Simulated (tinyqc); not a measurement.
Floating body of a partially depleted SOI transistor: body voltage and kink: two steps of the calculation.

Source at 0 V. Channel current Ic = 2 nf K Vt^2 [F(0) - F(Vd)](1 + la Vd), F(V) = ln^2(1 + exp((Vg - VT - nf V)/(2 nf Vt))), VT = VT0 - gb Vb. Saturation voltage Vs = 2 Vt sqrt(F(0)) + 3 Vt, excess Ve = (Vd - Vs + sqrt((Vd - Vs)^2 + 0.0004 V^2))/2, multiplication M1 = Ai Ve exp(-Bl/Ve). Each junction passes D(v) = J1 (exp(v/Vt) - 1) + J2 (exp(v/(2 Vt)) - 1). Bipolar current Ib = bb J1 (exp(Vb/Vt) - 1). The body settles where M1 (Ic + Ib) = D(Vb) + D(Vb - Vd) + Vb/Rb; drain current Id = (1 + M1)(Ic + Ib) - D(Vb - Vd).

Parameters, values chosen for the exercise; values of the order met in partially depleted silicon-on-insulator transistors:
```
symbol,value,unit,meaning
T,330,K,temperature
VT0,0.42,V,threshold at zero body voltage
gb,0.21,,fall of the threshold per volt of body voltage
nf,1.27,,slope factor
K,130,uA/(V^2 um),gain factor per width
la,0.06,1/V,channel-length modulation factor
Ai,2.44,1/V,impact-ionisation prefactor
Bl,4.6,V,impact-ionisation voltage
J1,9.9e-12,uA/um,diffusion saturation current of each junction
J2,9.8e-9,uA/um,recombination saturation current of each junction
bb,1,,gain of the lateral bipolar transistor on the diffusion current
Rb,1e9,kohm um,"resistance of a weak body tie to the source (1e9 stands for no tie, and the term is then dropped)"
Vg,0.85,V,gate voltage
Vd,1.9,V,drain voltage
```

Constants: q = 1.602176634e-19 C, kB = 1.380649e-23 J/K, Vt = kB T/q. Results are converted to the units shown.

Problem 1. New Vb. Current into the body I_in = M1 (Ic + Ib) - D(Vb - Vd), current out I_out = D(Vb) + Vb/Rb; f = ln(I_in/I_out), s = df/dVb by central differences over 1e-5 V, Vb(new) = Vb - f/s.

Vb at the start = 0.67 V

Wanted: Ic; Ve; M1; I_in; I_out; f; s; Vb after iteration 1.

Solution 1.

Ic = 18.572 uA/um
Ve = 1.3654 V
M1 = 0.11468
I_in = 2.1491 uA/um
I_out = 0.17029 uA/um
f = 2.5353
s = -34.516 1/V
Vb after iteration 1 = 0.74345 V

Problem 2. Drain current with floating and with grounded body. Id and VT at the converged Vb, Id at Vb = 0, their ratio, and the bipolar share Ib/(Ic + Ib).

converged Vb = 0.74572320 V

Find: VT; Id, floating; Id, grounded; ratio; bipolar share.

Solution 2.

VT = 0.2634 V
Id, floating = 24.47 uA/um
Id, grounded = 12.24 uA/um
ratio = 2.000
bipolar share = 10.99 %

The body rises to 0.746 V and lowers the threshold by 157 mV.

Range of the model: The multiplication law is an empirical form chosen for the exercise; self-heating and capacitive coupling to the body are left out, and the linear laws are rough once Vb passes about 0.7 V or M1 about 0.1.

Computed by the program tinyqc: `OMP_NUM_THREADS=1 python tinyqc.py 2182012 2182013 out.jsonl`, one thread of a shared Intel Xeon 2.30GHz, about 0.2 s for the whole run.
